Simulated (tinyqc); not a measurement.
# Inputs raised by 5 %, one at a time

Model: bottom-up copper filling of a trench by curvature-enhanced accelerator coverage. Computed by tinyqc, a small Python program. Command: `OMP_NUM_THREADS=1 python tinyqc.py 3002660 3002661 out.jsonl superfill sens`. One thread of a shared host (Intel(R) Xeon(R) Processor @ 2.30GHz), about 0.07 s of CPU time with the checks.

A rectangular trench keeps vertical walls and a flat floor. An accelerator floats on the surface; where area is lost in the corners it is passed on to the floor.

Inputs (values chosen for the exercise, close to those used for damascene copper plating):
```
quantity                                           value     unit
trench width w                                       490       nm
aspect ratio h/w                                     2.7        -
exchange current of the suppressed surface i_0     0.014  mA/cm^2
exchange current of the accelerated surface i_1     0.71  mA/cm^2
transfer coefficient alpha                          0.43        -
overpotential eta                                   0.12        V
starting coverage theta_0                          0.016        -
adsorption rate k_a                              3.1e-05      1/s
cupric ion concentration C                          0.88    mol/l
diffusivity D                                    5.6e-06   cm^2/s
boundary layer delta                                  73       um
temperature T                                        298        K
```

Constants: e = 1.602176634e-19 C; N_A = 6.02214076e+23 1/mol; k_B = 8.617333262e-05 eV/K.

Method. Kinetic current i_k = [i_0 (1 - theta) + i_1 theta] exp(alpha eta/(k_B T)), limit i_L = 2 F D C/delta, i = 1/(1/i_k + 1/i_L); velocity v = i Omega/(2F), Omega = 7.11 cm^3/mol, F = e N_A. Depletion inside the trench is ignored. Half width x, floor height y, depth h = aspect ratio x w. dx/dt = -v_s, dy/dt = v_b. d theta_b/dt = k_a (1 - theta_b) + [theta_s v_b + theta_b v_s]/x: the floor takes the accelerator of the wall it covers and keeps its own as it narrows. d theta_s/dt = k_a (1 - theta_s). theta_b is capped at 1. Integrate (tolerance 1e-9) until the walls meet (x = 0.02 w/2) or the floor passes the original mouth y = h. Start: x = w/2, y = 0, theta_b = theta_s = theta_0. Height filled = y/h, opening left = x/(w/2).

Runs; columns: (1) input moved; (2) from; (3) to; (4) time at the end (s); (5) opening left, as a share of w; (6) ratio v(1)/v(theta_0); (7) share of the height filled from the floor:
```
(1)                                                          (2)     (3)     (4)   (5)     (6)      (7)
base run                                                       -       -  1935.1  0.02  27.182  0.72675
trench width w (nm)                                          490   514.5  2001.9  0.02  27.182  0.72206
aspect ratio h/w                                             2.7   2.835  1935.1  0.02  27.182  0.69215
exchange current of the suppressed surface i_0 (mA/cm^2)   0.014  0.0147  1915.4  0.02  26.458  0.71931
exchange current of the accelerated surface i_1 (mA/cm^2)   0.71  0.7455  1889.2  0.02  27.857  0.73792
overpotential eta (V)                                       0.12   0.126  1803.9  0.02  27.074  0.73439
starting coverage theta_0                                  0.016  0.0168  1919.1  0.02  26.594  0.72843
cupric ion concentration C (mol/l)                          0.88   0.924  1934.9  0.02  27.231  0.72759
```

Exponents ln(y'/y) / ln(x'/x); columns: (1) input; (2) time at the end; (3) opening left, as a share of w; (4) ratio v(1)/v(theta_0); (5) share of the height filled from the floor:
```
(1)                                                 (2)  (3)     (4)     (5)
trench width w                                    0.695    0   0.000  -0.133
aspect ratio h/w                                  0.000    0   0.000  -1.000
exchange current of the suppressed surface i_0   -0.210    0  -0.553  -0.211
exchange current of the accelerated surface i_1  -0.492    0   0.503   0.313
overpotential eta                                -1.439    0  -0.081   0.214
starting coverage theta_0                        -0.170    0  -0.448   0.047
cupric ion concentration C                       -0.002    0   0.037   0.023
```

To which inputs is each result most sensitive?

Among the inputs moved here: time at the end answers most in size to overpotential eta (exponent -1.439), next to trench width w (+0.695); its exponent is below 0.0005 for aspect ratio h/w. Opening left, as a share of w hardly depends on these (all exponents below 0.005). Ratio v(1)/v(theta_0) answers most in size to exchange current of the suppressed surface i_0 (exponent -0.553), next to exchange current of the accelerated surface i_1 (+0.503); its exponent is below 0.0005 for trench width w, aspect ratio h/w. Share of the height filled from the floor answers most in size to aspect ratio h/w (exponent -1.000), next to exchange current of the accelerated surface i_1 (+0.313).

Caution (all rows): real profiles develop slanted corners, and accelerator is consumed; both are left out.
